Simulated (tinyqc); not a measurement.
Strain-driven roughening and islands of a mismatched epitaxial film: one step, computed by the program tinyqc.

Film and substrate share isotropic elastic constants; the film is coherent and biaxially strained.

Question. Asaro-Tiller-Grinfeld instability. A ripple A cos(k x) has the surface chemical potential per volume [gamma k^2 - 2 (1 + nu) w k] A cos(k x), so k_c = 2 (1 + nu) w/gamma. With surface diffusion the amplitude grows at the rate q = B k^2 [2 (1 + nu) w k - gamma k^2], fastest at k_m = (3/4) k_c. B is the surface mobility.

Inputs (values chosen for the exercise, modelled on InAs on InP): Poisson ratio nu = 0.32; surface energy gamma = 0.671 J/m^2; surface mobility D_s nu_s Omega^2/(k_B T) = 1.2e-34 m^6/(J s).

Transport: surface diffusion.

energy density w = 124.4129 MJ/m^3

Give: k_c; critical wavelength; fastest wavelength; growth time 1/q at k_m.

Answer.

k_c = 0.48949 1/nm

critical wavelength = 12.836 nm

fastest wavelength = 17.115 nm

growth time 1/q at k_m = 2.0511 s
